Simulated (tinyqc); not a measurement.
# Reverse leakage of an n+-p junction: diffusion, generation, trap-assisted and band-to-band tunnelling: two studies

One-sided abrupt junction in the depletion approximation, x from the junction (0) to W on the p side, field F = F0 (1 - x/W). Flat quasi-Fermi levels, long p side. Traps generate through SRH with both lifetimes shortened by 1 + Gamma (Hurkx enhancement, form for moderate fields); band-to-band generation is local and needs a total bending above Eg.

Inputs (values chosen for the exercise); band and dielectric values close to those of silicon: temperature T = 358 K; band gap Eg = 1.1 eV; relative permittivity eps_r = 11.6; conduction-band density of states at T Nc = 3.6e19 cm^-3; valence-band density of states at T Nv = 3.44e19 cm^-3; acceptor density of the lighter side Na = 6.3e16 cm^-3; donor density of the heavier side Nd = 1e19 cm^-3; SRH lifetime of both carriers at zero field tau = 9e-6 s; trap level above the intrinsic level Et = 0 eV; tunnelling mass mt = 0.23 m0; electron diffusion coefficient on the lighter side Dn = 18 cm^2/s; band-to-band prefactor Ab = 3.6e14 cm^-0.5 V^-2.5 s^-1; band-to-band field constant Bb = 1.81e7 V/cm; reverse bias VR = 1 V.

Constants: q = 1.602176634e-19 C, kB = 1.380649e-23 J/K, hbar = 1.054571817e-34 J s, m0 = 9.1093837015e-31 kg, Vt = kB T/q, eps0 = 8.8541878128e-14 F/cm where lengths are in cm. Results are converted to the units shown.

Each table varies one quantity; the others keep the values above.

## Leakage components against the acceptor density of the lighter side

ni = sqrt(Nc Nv) exp(-Eg/(2 Vt)), Eg in volts; Vbi = Vt ln(Na Nd/ni^2); W = sqrt(2 eps0 eps_r (Vbi + VR)/(q Na)); F0 = 2 (Vbi + VR)/W; FG = sqrt(24 mt m0 (kB T)^3)/(q hbar); J_diff = q ni^2 sqrt(Dn/tau)(1 - exp(-VR/Vt))/Na. u = (Vbi + VR)(1 - x/W)^2, p = Na exp(-u/Vt), n = Nd exp((u - Vbi - VR)/Vt); G0 = ni^2 (1 - exp(-VR/Vt))/(tau (n + p + 2 ni cosh(Et/Vt))); Gamma = 2 sqrt(3 pi)(F/FG) exp((F/FG)^2); trap-assisted part G0 Gamma; G_bb = Ab F^2.5 exp(-Bb/F) with F in V/cm, zero unless Vbi + VR > Eg, and counted as zero under 1 cm^-3 s^-1. Currents are q times the integrals over 0 to W; J_bb under 1e-8 of J is printed as 0; rows with F0/FG above 2.2, beyond the range of this Gamma, are left out.

Leakage components against the acceptor density of the lighter side:
```
Na (cm^-3),F0 (kV/cm),F0/FG,J_diff (A/cm^2),J_SRH (A/cm^2),J_TAT (A/cm^2),J_bb (A/cm^2),J (A/cm^2),largest part
1e16,75.1,0.163,9.18e-9,1.27e-7,7.96e-8,0,2.16e-7,SRH generation
2.4e16,117,0.254,3.82e-9,8.01e-8,8.10e-8,0,1.65e-7,trap-assisted tunnelling
5.6e16,180,0.391,1.64e-9,5.14e-8,8.44e-8,0,1.37e-7,trap-assisted tunnelling
1.3e17,277,0.600,7.06e-10,3.31e-8,9.31e-8,0,1.27e-7,trap-assisted tunnelling
3.2e17,437,0.948,2.87e-10,2.07e-8,1.22e-7,1.49e-15,1.42e-7,trap-assisted tunnelling
7.5e17,674,1.46,1.22e-10,1.33e-8,2.32e-7,8.70e-9,2.54e-7,trap-assisted tunnelling
```

Read the table: what changes, and by how much?

J goes from 2.16e-7 through a minimum of 1.27e-7 (at Na = 1.3e17 among the rows listed) to 2.54e-7 A/cm^2. SRH generation leads at Na = 1e16, trap-assisted tunnelling from 2.4e16 on. The ratio J_TAT/J_SRH goes from 0.627 to 17.5 as F0/FG goes from 0.163 to 1.46.

## Leakage components against the trap level above the intrinsic level

Same model as above.

The same in every row: F0 (kV/cm) = 192; F0/FG = 0.415; J_diff (A/cm^2) = 1.46e-9; J_bb (A/cm^2) = 0.

Result of one run:
```
Et (eV),J_SRH (A/cm^2),J_TAT (A/cm^2),J (A/cm^2),largest part
0.1,4.45e-9,7.65e-9,1.36e-8,trap-assisted tunnelling
```

What becomes of these results when the trap level above the intrinsic level Et is changed from 0.1 to -0.3 eV, all else the same?

Result of the changed run:
```
Et (eV),J_SRH (A/cm^2),J_TAT (A/cm^2),J (A/cm^2),largest part
-0.3,1.04e-11,1.56e-11,1.48e-9,diffusion
```

The whole series:
```
Et (eV),J_SRH (A/cm^2),J_TAT (A/cm^2),J (A/cm^2),largest part
-0.3,1.04e-11,1.56e-11,1.48e-9,diffusion
-0.2,2.13e-10,3.50e-10,2.02e-9,diffusion
-0.1,4.45e-9,7.65e-9,1.36e-8,trap-assisted tunnelling
0,4.83e-8,8.51e-8,1.35e-7,trap-assisted tunnelling
0.1,4.45e-9,7.65e-9,1.36e-8,trap-assisted tunnelling
0.2,2.13e-10,3.50e-10,2.02e-9,diffusion
0.3,1.04e-11,1.56e-11,1.48e-9,diffusion
```

J goes from 1.48e-9 through a maximum of 1.35e-7 (at Et = 0 among the rows listed) to 1.48e-9 A/cm^2. Diffusion leads at Et = -0.3, trap-assisted tunnelling from -0.1, diffusion from 0.2 on.

tinyqc, about 0.01 s, one thread, Intel Xeon 2.30GHz (shared host): `OMP_NUM_THREADS=1 python tinyqc.py 2290156 2290157 out.jsonl`
